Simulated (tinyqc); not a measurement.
Which substrate gives the strongest standing wave: standing waves and exposure in a photoresist film.

Values chosen for the exercise:
```
symbol  value  unit          meaning
lam     193    nm            vacuum wavelength
n1      1.683                resist index
A       0.09   1/micrometre  bleachable absorption (Dill A)
B       0.89   1/micrometre  fixed absorption (Dill B)
```

r12 = (N1 - Ns)/(N1 + Ns) with N1 = n1 + i (A + B) lam/(4 pi), lam in micrometres, and Ns = ns + i ks chosen for the exercise, each substrate thick; contrast 2|r|/(1 + |r|^2); the intensity at the interface relative to the forward wave is |1 + r12|^2.

Results:
```
case          ns     ks  |r12|^2  contrast  phase (degrees)  |1 + r12|^2
near SiO2  1.553  0.000   0.0016     0.081              6.3        1.082
near Al    0.108  2.157   0.8919     0.998           -104.2        1.430
near Si    0.878  2.759   0.5737     0.963           -120.9        0.795
near W     1.298  2.993   0.5027     0.944           -127.9        0.632
near Cu    0.965  1.425   0.2755     0.823            -91.6        1.247
```

The strongest reflector is the case near Al (0.892) and the weakest near SiO2 (0.0016). The intensity at the interface depends on the phase too: it is lowest for the case near W (0.632, phase -128 degrees) and highest for near Al (1.430); a strong reflector with a phase of 180 degrees would put a node there.

Computed by tinyqc, a small Python program: `OMP_NUM_THREADS=1 python tinyqc.py 1681447 1681448 out.jsonl` (the numbers bound the seed that draws the inputs); one thread of a shared host (Intel(R) Xeon(R) Processor @ 2.30GHz), about 0.01 s for the whole set of steps.
